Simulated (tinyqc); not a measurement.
Gap and mesh density: special k points of the fcc lattice.

Lattice vectors in units of a: a1 = (0, 1/2, 1/2), a2 = (1/2, 0, 1/2), a3 = (1/2, 1/2, 0); reciprocal vectors b_i with a_i . b_j = 2 pi delta_ij. Mesh: k = sum_i f_i b_i with f_i = (2 j_i + shift)/(2 N), j_i = 0 .. N-1. The point group of the lattice has 48 operations; only those that map the mesh onto itself are used.

A_m(k) = sum over the m-th star of lattice vectors R of cos(k . R), stars in order of length: m = 1: |R|^2 = 0.5, 12 vectors, such as (1, 0, 0) in the basis a_i; m = 2: |R|^2 = 1, 6 vectors, such as (1, 1, -1) in the basis a_i; m = 3: |R|^2 = 1.5, 24 vectors, such as (2, 0, -1) in the basis a_i; m = 4: |R|^2 = 2, 12 vectors, such as (2, 0, 0) in the basis a_i; m = 5: |R|^2 = 2.5, 24 vectors, such as (2, 1, -1) in the basis a_i; m = 6: |R|^2 = 3, 8 vectors, such as (3, -1, -1) in the basis a_i. The zone mean of every A_m is zero.

Test function, the lower band of a two-band insulator: E(k) = -sqrt(D^2 + (e0 - t A_1(k))^2).
Values chosen for the exercise: t = 0.17 eV (coupling); e0 = 0.81 eV (offset).

D takes the values listed; errors against the unshifted mesh with N = 30, for unshifted meshes.

Errors (meV):
```
D (eV)  reference (eV)     N = 2  N = 4  N = 6   N = 8
0.2            -0.9446  -192.139  8.755  1.258  -1.282
0.4            -1.0201  -171.832  4.569  0.590  -0.264
0.8            -1.2513  -135.517  1.247  0.094  -0.014
1.5            -1.7933   -94.358  0.251  0.005   0.000
2.5            -2.6901   -63.550  0.064  0.000   0.000
4.0            -4.1226   -41.778  0.018  0.000   0.000
```

How do the results move, and what explains it?

The first listed N from which the error stays below 0.5 meV is none for D = 0.2, 8 for D = 0.4, 6 for D = 0.8, 4 for D = 1.5, 4 for D = 2.5, 4 for D = 4 eV. A larger D makes the function smoother, so its Fourier coefficients fall faster with |R|.

(tinyqc, `OMP_NUM_THREADS=1 python tinyqc.py 1650647 1650648 out.jsonl`, Intel(R) Xeon(R) Processor @ 2.30GHz, 1 thread, shared host, about 0.1 s.)
